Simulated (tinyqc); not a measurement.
Orbital energy against energy difference: ionisation energy by orbital energies and by energy differences in the 6-31g basis, for BeH2, spin multiplicity 1. Computed by the program tinyqc with PySCF. The cation is unrestricted; errors are against CCSD(T) in this basis, not against experiment.

Geometry (angstrom):

| atom | x | y | z |
|---|---|---|---|
| Be | 0.0000 | 0.0000 | 0.0000 |
| H | 0.0000 | 1.2440 | 0.1340 |
| H | 0.0000 | -1.2440 | 0.1340 |

CCSD(T) difference in the same basis = 11.8247 eV

IP-EOM-CCSD = 11.8567 eV

First vertical ionisation energy (eV):

| method | -e(HOMO) | E(cation) - E | error of -e(HOMO) | error of the difference |
|---|---|---|---|---|
| HF | 12.421 | 11.63386 | 0.596 | -0.191 |
| LDA | 7.507 | 11.89604 | -4.318 | 0.071 |
| PBE | 7.530 | 11.91768 | -4.294 | 0.093 |
| B3LYP | 8.749 | 12.17238 | -3.076 | 0.348 |
| PBE0 | 8.938 | 12.10197 | -2.886 | 0.277 |
| CAM-B3LYP | 10.449 | 12.26354 | -1.375 | 0.439 |
| LC-wPBE | 11.931 | 12.41088 | 0.106 | 0.586 |

What does the comparison show, and why?

Koopmans errs by +0.60 eV and Delta-HF by -0.19 eV: relaxation, 0.79 eV, lowers the value and the missing correlation difference works against it. The PBE level is off by -4.3 eV through the wrong tail of its potential, though its energy difference is off by +0.09 eV; exact exchange deepens the level, and among the orbital energies LC-wPBE comes closest; among the differences LDA does.
